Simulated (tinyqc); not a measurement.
## Barrier and mass from two temperatures

Question. The saturation current of a Schottky diode is J0 = A* T^2 exp(-q phi/(kB T)) with a fixed barrier and A* = 4 pi q me m0 kB^2/h^3 (times 1e-4 for A/(cm^2 K^2)). Find phi, A* and me.

Constants: q = 1.602176634e-19 C, kB = 1.380649e-23 J/K, h = 6.62607015e-34 J s, m0 = 9.1093837015e-31 kg. Results are converted to the units shown.

J0 at 280 and 400 K (A/cm^2): [7.7138856e-4, 0.78878435]

Solution. The slope of ln(J0/T^2) against q/(kB T) is -phi and the intercept is ln A*.

phi = 0.500 eV
A* = 9.83 A/(cm^2 K^2)
me = 0.0818 m0

tinyqc, about 0.01 s, one thread, Intel Xeon 2.30GHz (shared host): `OMP_NUM_THREADS=1 python tinyqc.py 2640059 2640060 out.jsonl`
